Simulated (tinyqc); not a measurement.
Velocity overshoot from momentum and energy balance equations after a field step. Inputs raised by 2 %, one at a time. Computed by tinyqc, a small Python program. Command: `OMP_NUM_THREADS=1 python tinyqc.py 3031279 3031280 out.jsonl overshoot sens`. One thread of a shared host (Intel(R) Xeon(R) Processor @ 2.30GHz), about 0.04 s of CPU time with the checks.

At t = 0 the field jumps from 0 to F in a uniform sample. v is the drift velocity and u = w - (3/2) k_B T the excess energy per carrier.

Inputs (values chosen for the exercise, modelled on holes in silicon except for tau_E):
```
quantity                      value        unit
effective mass m               0.41         m_0
low-field mobility mu_0         480  cm^2/(V s)
saturation velocity v_s        0.79    1e7 cm/s
energy relaxation time tau_E   0.17          ps
field after the step F           46       kV/cm
lattice temperature T           300           K
time step dt                      5          fs
```

Scheme: explicit Euler.

Constants: m_0 = 9.1093837015e-31 kg; e = 1.602176634e-19 C; k_B = 8.617333262e-05 eV/K.

Method:
- dv/dt = e F/m - v/tau_m(u), du/dt = e F v - u/tau_E, tau_m(u) = tau_0/(1 + c u), tau_0 = m mu_0/e, c = mu_0/(e tau_E v_s^2); this choice gives the steady state v (1 + mu_0 F v/v_s^2) = mu_0 F, which saturates at v_s. Steady velocity v = 2 mu_0 F/(1 + sqrt(1 + 4 (mu_0 F/v_s)^2)); u = e F v tau_E; carrier temperature T + 2u/(3 k_B), neglecting the drift energy m v^2/2.
- Step: v_new = v + dt (e F/m - v/tau_m(u)), u_new = u + dt (e F v - u/tau_E). Start v = u = 0; the distance adds dt (v + v_new)/2.
- Run to 8 times the larger of tau_E and tau_0, but at most 20001 steps, and stop early if |v| > 1000 v_s or u < -1/(2c); the run is accepted if the last v is within 0.5 % of the steady value.

Runs; columns: (1) input moved; (2) from; (3) to; (4) peak velocity (1e7 cm/s); (5) peak over steady velocity; (6) steady velocity (1e7 cm/s); (7) steady carrier temperature (K):
```
(1)                                    (2)     (3)     (4)     (5)      (6)     (7)
base run                                 -       -  1.0389  1.5712  0.66121  700.02
effective mass m (m_0)                0.41  0.4182  1.0340  1.5638  0.66121  700.02
low-field mobility mu_0 (cm^2/(V s))   480   489.6  1.0452  1.5753  0.66350  701.41
saturation velocity v_s (1e7 cm/s)    0.79  0.8058  1.0482  1.5596  0.67207  706.59
energy relaxation time tau_E (ps)     0.17  0.1734  1.0429  1.5772  0.66121  708.02
field after the step F (kV/cm)          46   46.92  1.0501  1.5827  0.66350  709.44
```

Exponents ln(y'/y) / ln(x'/x):
```
input                         peak velocity  peak over steady velocity  steady velocity  steady carrier temperature
effective mass m                     -0.238                     -0.238            0.000                       0.000
low-field mobility mu_0               0.306                      0.132            0.174                       0.100
saturation velocity v_s               0.449                     -0.373            0.822                       0.471
energy relaxation time tau_E          0.192                      0.192            0.000                       0.574
field after the step F                0.541                      0.367            0.174                       0.674
```

To which inputs is each result most sensitive?

Among the inputs moved here: peak velocity answers most in size to field after the step F (exponent +0.541), next to saturation velocity v_s (+0.449). Peak over steady velocity answers most in size to saturation velocity v_s (exponent -0.373), and about equally to field after the step F (+0.367). Steady velocity answers most in size to saturation velocity v_s (exponent +0.822), next to low-field mobility mu_0 (+0.174); its exponent is below 0.0005 for effective mass m, energy relaxation time tau_E. Its exponent 0.000 in energy relaxation time tau_E: c is tied to tau_E so that the steady curve is fixed. Steady carrier temperature answers most in size to field after the step F (exponent +0.674), next to energy relaxation time tau_E (+0.574); its exponent is below 0.0005 for effective mass m.

Extremes, crossings and ranges named in words are read from the listed rows.
